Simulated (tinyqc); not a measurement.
Semiconductor laser, carrier and photon rate equations: one step of the calculation.

Carrier density N and photon density S in one mode: dN/dt = F1 = eta I/(q V) - (A N + B N^2 + C N^3) - vg g S; dS/dt = F2 = G vg g S + G be B N^2 - S/tp, with g = g0 ln(N/Ntr)/(1 + ec S). Output power P = Fo Eph S V/(G tp). No heating, no carrier transport.

Task. Threshold. gth = 1/(G vg tp), Nth = Ntr exp(gth/g0), Ith = q V (A Nth + B Nth^2 + C Nth^3)/eta. Above it S is near G tp eta (I - Ith)/(q V). Carrier lifetime at threshold Nth/(A Nth + B Nth^2 + C Nth^3).

Inputs (values chosen for the exercise): active volume V = 2.4e-11 cm^3; confinement factor G = 0.066; group velocity vg = 7.9e9 cm/s; gain coefficient g0 = 2500 1/cm; transparency density Ntr = 1.6e18 cm^-3; photon lifetime tp = 1.9 ps; defect recombination coefficient A = 4e7 1/s; radiative coefficient B = 9.7e-11 cm^3/s; Auger coefficient C = 5e-29 cm^6/s; injection efficiency eta = 0.77; drive current I = 20 mA.

Constants: q = 1.602176634e-19 C. Results are converted to the units shown.

Wanted: gth; Nth; Ith; estimate of S; carrier lifetime.

Result.

gth = 1009.4 1/cm
Nth = 2.3959e18 cm^-3
Ith = 6.6935 mA
estimate of S = 3.3414e14 cm^-3
carrier lifetime = 1.7875 ns

Program tinyqc, `OMP_NUM_THREADS=1 python tinyqc.py 2840038 2840039 out.jsonl`; Intel Xeon 2.30GHz, shared host, one thread, about 0.01 s.
